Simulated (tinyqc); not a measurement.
Worked calculation: RKS/BP86 in the sto-3g basis, for Li-, spin multiplicity 1. The basis has no diffuse functions, so it cannot describe the extra electron: this is an exercise in the method, not the real anion. One step of it, computed by the program tinyqc.

Task: Iteration 2: building the Kohn-Sham matrix. J_ij = sum D_kl (ij|kl); F = H + J + V_xc; E = tr D H + tr D J / 2 + E_xc + E_nn.

D after iteration 1:
```
            1Li 1s     1Li 2s   1Li 2px   1Li 2py   1Li 2pz
1Li 1s    2.123473  -0.512047  0.000000  0.000000  0.000000
1Li 2s   -0.512047   2.123473  0.000000  0.000000  0.000000
1Li 2px   0.000000   0.000000  0.000000  0.000000  0.000000
1Li 2py   0.000000   0.000000  0.000000  0.000000  0.000000
1Li 2pz   0.000000   0.000000  0.000000  0.000000  0.000000
```

core Hamiltonian H = T + V (hartree):
```
            1Li 1s     1Li 2s    1Li 2px    1Li 2py    1Li 2pz
1Li 1s   -4.406095  -0.984581   0.000000   0.000000   0.000000
1Li 2s   -0.984581  -1.104759   0.000000   0.000000   0.000000
1Li 2px   0.000000   0.000000  -0.877579   0.000000   0.000000
1Li 2py   0.000000   0.000000   0.000000  -0.877579   0.000000
1Li 2pz   0.000000   0.000000   0.000000   0.000000  -0.877579
```

Two-electron integrals (ij|kl) in chemists' order, unique and non-zero (hartree):
```
(11|11) 1.680395   (21|11) 0.265420   (21|21) 0.049941   (22|11) 0.397727
(22|21) 0.092860   (22|22) 0.290562   (31|31) 0.008981   (32|31) 0.013788
(32|32) 0.064184   (33|11) 0.396640   (33|21) 0.092880   (33|22) 0.290497
(33|33) 0.312946   (41|41) 0.008981   (42|41) 0.013788   (42|42) 0.064184
(43|43) 0.016869   (44|11) 0.396640   (44|21) 0.092880   (44|22) 0.290497
(44|33) 0.279207   (44|44) 0.312946   (51|51) 0.008981   (52|51) 0.013788
(52|52) 0.064184   (53|53) 0.016869   (54|54) 0.016869   (55|11) 0.396640
(55|21) 0.092880   (55|22) 0.290497   (55|33) 0.279207   (55|44) 0.279207
(55|55) 0.312946
```

nuclear repulsion = 0 hartree

V_xc (hartree):
```
            1Li 1s     1Li 2s    1Li 2px    1Li 2py    1Li 2pz
1Li 1s   -1.101403  -0.143882   0.000000   0.000000   0.000000
1Li 2s   -0.143882  -0.221798   0.000000   0.000000   0.000000
1Li 2px   0.000000   0.000000  -0.219265   0.000000   0.000000
1Li 2py   0.000000   0.000000   0.000000  -0.219265   0.000000
1Li 2pz   0.000000   0.000000   0.000000   0.000000  -0.219265
```

E_xc = sum of w rho eps_xc = -2.08473207 hartree

Give: Coulomb J; Kohn-Sham matrix F; total energy of this density.

Result:

Coulomb J (hartree):
```
         1Li 1s  1Li 2s  1Li 2px  1Li 2py  1Li 2pz
1Li 1s   4.1410  0.7097   0.0000   0.0000   0.0000
1Li 2s   0.7097  1.3665   0.0000   0.0000   0.0000
1Li 2px  0.0000  0.0000   1.3640   0.0000   0.0000
1Li 2py  0.0000  0.0000   0.0000   1.3640   0.0000
1Li 2pz  0.0000  0.0000   0.0000   0.0000   1.3640
```

Kohn-Sham matrix F (hartree):
```
          1Li 1s   1Li 2s  1Li 2px  1Li 2py  1Li 2pz
1Li 1s   -1.3665  -0.4188   0.0000   0.0000   0.0000
1Li 2s   -0.4188   0.0399   0.0000   0.0000   0.0000
1Li 2px   0.0000   0.0000   0.2672   0.0000   0.0000
1Li 2py   0.0000   0.0000   0.0000   0.2672   0.0000
1Li 2pz   0.0000   0.0000   0.0000   0.0000   0.2672
```

total energy of this density = -7.294456 hartree

This density is a damped mixture and is not idempotent.
